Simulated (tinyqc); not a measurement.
Chemically amplified photoresist: aerial image, acid generation, bake, development and line width: one step, computed by the program tinyqc.

Lines and spaces of pitch p with a two-beam-like image; x = 0 is the middle of the bright space. The resist is positive and treated as uniform in depth.

Question. Acid image and its blur. Dose E(x) = E [1 + c cos(2 pi x/p)]; acid h = 1 - exp(-C E(x)). Bake: the acid image is blurred by a Gaussian of variance sigma^2 = 2 D t (each Fourier term k of h, taken on 64 points, is multiplied by exp(-4 pi^2 k^2 D t/p^2)). Cosine coefficients: h(x) = sum_k h_k cos(2 pi k x/p).

Inputs (values chosen for the exercise, for a model resist at 193 nm):

| quantity | value | unit |
|---|---|---|
| pitch p | 210 | nm |
| image contrast c | 0.85 | - |
| mean dose E | 14 | mJ/cm^2 |
| Dill parameter C | 0.027 | cm^2/mJ |
| acid diffusivity D | 4.8 | nm^2/s |
| bake time t | 45 | s |

Give: diffusion length sigma = sqrt(2 D t); h_0 to h_4 before the bake; h_0 to h_4 after the blur; blur factor of the first harmonic.

Answer.

diffusion length sigma = sqrt(2 D t) = 20.78 nm

h_0 to h_4 before the bake: 0.2970  0.2230  -0.0178  0.0010  0.0000

h_0 to h_4 after the blur: 0.2970  0.1838  -0.0082  0.0002  0.0000

blur factor of the first harmonic = 0.8242

sigma/p = 0.099; the blur keeps 82 % of the modulation.
